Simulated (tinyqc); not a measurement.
One-electron ion in a basis of Gaussians, step by step. One step of it, computed by the program tinyqc.

Problem. Matrices over normalised Gaussians. With p = a_i + a_j and I(k) = Gamma((k+1)/2) / (2 p^((k+1)/2)): S = I(2l+2), T = (2l+3) a_i a_j S / p, V = -Z I(2l+1), each divided by sqrt(S_ii S_jj).

exponents of r^l exp(-a r^2) (1/bohr^2): 0.037850  0.110400  0.322200  0.940000  2.742000  8.001000  23.340000

Z = 2

l = 1

Give: S; T; V.

Solution.

S, lower triangle:
```
        1       2       3       4       5       6       7
1  1.0000
2  0.7102  1.0000
3  0.2947  0.7099  1.0000
4  0.0924  0.2947  0.7101  1.0000
5  0.0259  0.0924  0.2948  0.7102  1.0000
6  0.0069  0.0259  0.0925  0.2947  0.7100  1.0000
7  0.0018  0.0069  0.0259  0.0925  0.2947  0.7101  1.0000
```

T (hartree), lower triangle:
```
        1       2       3       4       5        6        7
1  0.0946
2  0.1001  0.2760
3  0.0499  0.2919  0.8055
4  0.0168  0.1456  0.8520  2.3500
5  0.0048  0.0491  0.4250  2.4857  6.8550
6  0.0013  0.0141  0.1432  1.2397  7.2499  20.0025
7  0.0003  0.0038  0.0411  0.4178  3.6160  21.1569  58.3500
```

V (hartree), lower triangle:
```
         1        2        3        4        5        6         7
1  -0.4139
2  -0.4114  -0.7070
3  -0.2661  -0.7025  -1.2077
4  -0.1375  -0.4543  -1.2003  -2.0629
5  -0.0649  -0.2349  -0.7764  -2.0502  -3.5232
6  -0.0296  -0.1108  -0.4013  -1.3260  -3.5013  -6.0184
7  -0.0133  -0.0505  -0.1893  -0.6855  -2.2646  -5.9814  -10.2792
```
